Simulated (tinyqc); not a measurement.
Rate against temperature: collinear exchange A + BC -> AB + C on a London-Eyring-Polanyi-Sato surface: saddle, string of images and rate. Computed by tinyqc, a small Python program. Command: `OMP_NUM_THREADS=1 python tinyqc.py 3111443 3111444 out.jsonl leps walk`. One thread of a shared host (Intel(R) Xeon(R) Processor @ 2.30GHz), about 0.04 s of CPU time with the checks.

x = r(AB), y = r(BC), r(AC) = x + y. V is counted from separated atoms, the barrier from A + BC, that is V + D(BC).

Inputs (values chosen for the exercise, for a model exchange): D(AB) = 3.74 eV; r0(AB) = 0.992 angstrom; beta(AB) = 1.92 1/angstrom; D(BC) = 4.67 eV; r0(BC) = 0.923 angstrom; beta(BC) = 1.89 1/angstrom; D(AC) = 3.63 eV; r0(AC) = 1.08 angstrom; beta(AC) = 1.95 1/angstrom; Sato parameter S = 0.087; mass of A = 19 u; mass of B = 2.014 u; mass of C = 1.008 u; temperature T = 1200 K; step of the string = 0.015 angstrom^2/eV.

Constants: nu for 1 eV/(angstrom^2 u) = 15.6333042 THz; h x 1 THz = 4.135667696 meV; k_B = 1.380649e-23 J/K; u = 1.6605390666e-27 kg; k_B = 8.617333262e-05 eV/K.

Method:
- For each pair, with u = exp(-beta (r - r0)): Q = D [(3 + S) u^2 - (2 + 6 S) u]/(4 (1 + S)), J = D [(1 + 3 S) u^2 - (6 + 2 S) u]/(4 (1 + S)); V = Q1 + Q2 + Q3 - sqrt(((J1 - J2)^2 + (J2 - J3)^2 + (J3 - J1)^2)/2).
- String of 9 images between the fixed ends (r0(AB) + 2, r0(BC)) and (r0(AB), r0(BC) + 2), started on the two straight legs through (r0(AB) + 0.3, r0(BC) + 0.3): each iteration moves the inner images by -step x gradient (central differences) and spaces them evenly again along the broken line (coordinates are kept between 0.2 and 8 angstrom); stop when no coordinate changes by more than 1e-5 angstrom, at most 400 iterations.
- From the highest inner image, z -> z - H^-1 g with gradient g and Hessian H by central differences, steps capped at 0.15 angstrom, 12 steps.
- Wilson matrix G = [[1/m_A + 1/m_B, -1/m_B], [-1/m_B, 1/m_B + 1/m_C]]; eigenvalues lambda of G H give nu = 15.6333042 THz x sqrt(|lambda|), the negative one being imaginary. Reactant: nu_BC from k = 2 D beta^2 and 1/m_B + 1/m_C. Skew angle: cos = sqrt(m_A m_C/((m_A + m_B)(m_B + m_C))).
- One-dimensional rate constant without tunnelling, k = sqrt(k_B T/(2 pi mu)) [sinh(h nu_BC/(2 k_B T))/sinh(h nu_s/(2 k_B T))] exp(-barrier/(k_B T)) with mu = m_A (m_B + m_C)/(m_A + m_B + m_C); Wigner factor 1 + (h nu_i/(k_B T))^2/24; adiabatic barrier = barrier + h (nu_s - nu_BC)/2.

nu_BC = 110.173 THz

real frequency at the saddle = 42.1176 THz

barrier = 1.09380 eV

imaginary frequency = 26.0258 THz

adiabatic barrier = 0.953078 eV

Rates; the last column is k_B T^2 d ln k/dT:
```
T (K)    k (cm/s)  Wigner factor  activation energy (eV)
300    3.8090e-12         1.7223                  0.9662
400    4.4493e-08         1.4063                  0.9714
550    1.0018e-04         1.2149                  0.9813
750    2.6053e-02         1.1156                  0.9976
1000   1.2851e+00         1.0650                  1.0204
1400   3.9970e+01         1.0332                  1.0565
2000   5.8357e+02         1.0163                  1.1041
```

What follows from these numbers?

The activation energy goes from 0.966 eV at 300 K, near the adiabatic barrier plus k_B T/2 (0.966), to 1.104 eV at 2000 K; the classical limit is the barrier plus k_B T/2 (1.180).

Extremes, crossings and ranges named in words are read from the listed rows.
